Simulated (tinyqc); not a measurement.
Inside a calculation: heterojunction of two tight-binding chains. Values are carried at full precision from step to step, so a last printed digit may differ when a step is redone from the rounded ones.

Left chain: hopping -t1, sites at 2 t1 (band bottom 0). Right chain: hopping -t2, sites at dE + 2 t2 (bottom dE). t = c/(m a^2), c = hbar^2/2m0. The bond across the interface is -tc with tc = f sqrt(t1 t2), and the last left site has the extra energy U. In a chain E = bottom + 2t (1 - cos(ka)); the surface Green function of a half chain is g = -exp(ika)/t, with Im k > 0 where cos(ka) > 1.

Constants: hbar^2/2m0 = 3.80998211 eV angstrom^2.

Parameters, chosen for this exercise (masses and offset of the size met at InGaAs / InAlAs; not measured data):
- a = 2.8 angstrom (site spacing)
- m1 = 0.038 m0 (mass on the left)
- m2 = 0.073 m0 (mass on the right)
- f = 1 (factor on the interface hopping)
- dE = 0.6 eV (band offset)
- E = 0.92 eV (electron energy)
- U = 0 eV (extra energy on the last left site)

## Hoppings

Form t1, t2 and tc.

t1 = 12.78861 eV
t2 = 6.65708 eV
tc = 9.22685 eV

## Wave numbers and velocities

The left chain has hopping t1 and band bottom 0, the right one t2 and dE. cos(ka) = 1 - (E - bottom)/(2t); dE/dk = 2 t a sin(ka).

ka (rad): left 0.269025, right 0.219688

dE/dk (eV angstrom): left 19.0350, right 8.1242

## Self-energies on the last left site

Hoppings t1 (left), t2 (right), tc (interface); g is the surface Green function of a half chain. The rest of the left chain gives S1 = t1^2 g1 = -t1 exp(i k1 a); the right chain gives S2 = tc^2 g2 = -(tc^2/t2) exp(i k2 a).

S1 = -12.32861-3.39911i eV
S2 = -12.48124-2.78696i eV

## Transmission

The last site of the left chain has energy 2 t1 + U, and S1, S2 are the self-energies of the two half chains on it. G = 1/(E - 2 t1 - U - S1 - S2); T = 4 Im(S1) Im(S2) |G|^2.

G = 0.0040-0.1616i 1/eV
T = 0.9896

A fraction 0.0104 is reflected although the electron lies above the step.

## Checks

- T from the Green function against 1 - |r|^2 from matching plane waves: both 0.989605.

(tinyqc, `OMP_NUM_THREADS=1 python tinyqc.py 1450926 1450927 out.jsonl`, Intel(R) Xeon(R) Processor @ 2.30GHz, 1 thread, shared host, about 0.01 s.)
